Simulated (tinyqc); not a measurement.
Two-mode optical phonons of a ternary alloy from two coupled oscillators: one step, computed by the program tinyqc.

An alloy A(x)B(1-x)C has an A-C and a B-C bond oscillator. Each TO frequency moves linearly from the impurity mode (dilute end) to the TO of the pure crystal; each strength is proportional to the number of bonds.

Question. Share of the polar coupling. eps(omega) = eps_inf + W_1/(omega_1^2 - omega^2) + W_2/(omega_2^2 - omega^2) = 0 is the eigenproblem of the matrix [[omega_1^2 + W_1/eps_inf, sqrt(W_1 W_2)/eps_inf], [sqrt(W_1 W_2)/eps_inf, omega_2^2 + W_2/eps_inf]] for omega_LO^2. The polar coupling of mode j is c_j = (u_j . sqrt(W))^2/(eps_inf^2 omega_j^2), u_j its eigenvector and omega_j here its LO frequency; the c_j add up to 1/eps_inf - 1/eps_s. Froehlich constant alpha_j = (e^2/(4 pi eps_0)) c_j k_j/(2 E_j), E_j = h c omega_j, k_j = sqrt(m* E_j/(hbar^2/(2 m_0))).

Inputs (values chosen for the exercise, modelled on Al(x)Ga(1-x)As, with A-C the AlAs-like and B-C the GaAs-like bond): electron mass m* = 0.061 m_0.

omega_1 (A-C, TO) = 355.5499 1/cm

omega_2 (B-C, TO) = 266.9286 1/cm

eps_inf = 10.93228

W_1 = 23092.61 1/cm^2

W_2 = 117340.4 1/cm^2

Constants: e^2/(4 pi eps_0) = 14.39964548 eV angstrom; hbar^2/(2 m_0) = 3.80998212 eV angstrom^2; 1 THz = 33.35640952 1/cm; h x 1 THz = 4.135667696 meV.

Give: c_j, lower and upper mode; share of the upper mode; alpha_j, lower and upper mode.

Answer.

c_j, lower and upper mode: 0.010877  0.0022365

share of the upper mode = 0.17055

alpha_j, lower and upper mode: 0.052669  0.0096550
